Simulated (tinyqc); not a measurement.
Liquidus of a compound AB in a simple-solution melt, liquid-phase epitaxy and vapour pressures: one step, computed by the program tinyqc. Command: `OMP_NUM_THREADS=1 python tinyqc.py 3027196 3027197 out.jsonl liq35 walk`. One thread of a shared host (Intel(R) Xeon(R) Processor @ 2.30GHz), about 0.05 s of CPU time with the checks.

x is the atom fraction of B in the melt. The melt is a simple solution: R T ln gamma_B = W (1 - x)^2, R T ln gamma_A = W x^2, W = a + b T. The solid AB is stoichiometric.

Question. Vapour pressures and congruent evaporation. Liquidus (Vieland): f(x) = R T ln[4 x (1 - x)] + 2 W (1/2 - x)^2 + S_F (T_F - T) = 0. Over the A-rich liquidus: p_A = gamma_A (1 - x) exp(S_A/R - H_A/(R T)), p_B2 = [gamma_B x exp(S_B/R - H_B/(R T))]^2, in bar. Free evaporation is congruent while the A flux over this liquidus is at least the B flux; with A and B2 taken as equal in mass for the estimate, T_c solves p_A = 2 p_B2.

Inputs (values chosen for the exercise, modelled on GaSb for the melt):
```
quantity                                 value       unit
melting point T_F                          983          K
entropy of fusion S_F                     65.5  J/(mol K)
interaction a                             20.2     kJ/mol
interaction slope b                      -25.3  J/(mol K)
saturation temperature T                   753          K
heat of evaporation of A                   239     kJ/mol
entropy of evaporation of A                109  J/(mol K)
heat of evaporation of B as (1/2) B2      95.2     kJ/mol
entropy of evaporation of B as (1/2) B2   64.4  J/(mol K)
```

Constants: R = 8.314462618 J/(mol K).

Give: log10 p_A; log10 p_B2; congruent temperature T_c.

Answer.

log10 p_A = -10.895

log10 p_B2 = -9.6758

congruent temperature T_c = 554.19 K

T is above T_c: in vacuum B leaves faster and droplets of A form unless a B flux is supplied.
